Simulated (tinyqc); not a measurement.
## Channel resistance from two points of the on-state curve

Problem. In the p-i-n model Von = V1 + 2 Vt ln(J/(1 A/cm^2)) + J Rch, with V1 independent of J. Find Rch and V1.

Inputs (values chosen for the exercise): temperature T = 300 K.

Constants: q = 1.602176634e-19 C, kB = 1.380649e-23 J/K, Vt = kB T/q. Results are converted to the units shown.

Von at J = 250 and 750 A/cm^2 (V): 1.2048328  1.7616354

Solution. Remove the logarithmic junction term; the rest is linear in J.

Rch = 1.000 mohm cm^2
V1 = 0.6694 V

Numbers from tinyqc (`OMP_NUM_THREADS=1 python tinyqc.py 2590125 2590126 out.jsonl`; about 0.01 s on one thread of a shared Intel Xeon 2.30GHz).
